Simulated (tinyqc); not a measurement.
From results back to parameters: Wannier-Stark ladder of a miniband. Five cases, with inputs chosen for the exercise.

Problem. The lines of a Wannier-Stark ladder are spaced by e F d, and the strengths of the lines j = 1 and j = 0 stand as J_1(x)^2/J_0(x)^2 with x = W/(2 e F d) below the first zero of J_0, 2.405; 1 kV/cm = 0.01 meV/angstrom. Both were computed from hidden F and W.

Case 1.

Values chosen (out of a larger set: near those of a GaAs/AlGaAs superlattice; not measured data): d = 60 angstrom (period).

spacing = 49.800 meV
ratio = 0.0512811

Case 2.

Values chosen (out of a larger set: near those of an InGaAs/InAlAs superlattice; not measured data): d = 111 angstrom (period).

spacing = 5.883 meV
ratio = 0.433557

Case 3.

Values chosen (out of a larger set: near those of a non-polar GaN/AlGaN superlattice; not measured data): d = 42 angstrom (period).

spacing = 9.660 meV
ratio = 9.69209

Case 4.

Values chosen (out of a larger set: near those of a non-polar GaN/AlGaN superlattice; not measured data): d = 54 angstrom (period).

spacing = 6.480 meV
ratio = 0.495227

Case 5.

Values chosen (out of a larger set: near those of an InGaAs/InAlAs superlattice; not measured data): d = 96 angstrom (period).

spacing = 16.320 meV
ratio = 0.314042

Find: F; x; W.

Solution. J_1/J_0 rises steadily from 0 to infinity on that interval, so the ratio fixes x, and W = 2 x e F d.

Case 1.

F = 83.0 kV/cm
x = 0.442
W = 44.0 meV

Case 2.

F = 5.30 kV/cm
x = 1.105
W = 13.0 meV

Case 3.

F = 23.0 kV/cm
x = 2.070
W = 40.0 meV

Case 4.

F = 12.0 kV/cm
x = 1.157
W = 15.0 meV

Case 5.

F = 17.0 kV/cm
x = 0.980
W = 32.0 meV

Computed by tinyqc, one run a case: `OMP_NUM_THREADS=1 python tinyqc.py N N+1 out.jsonl` with N = 1280563, 1280677, 1280689, 1280792, 1280963; one thread of a shared Intel(R) Xeon(R) Processor @ 2.30GHz, about 0.1 s a run at most.
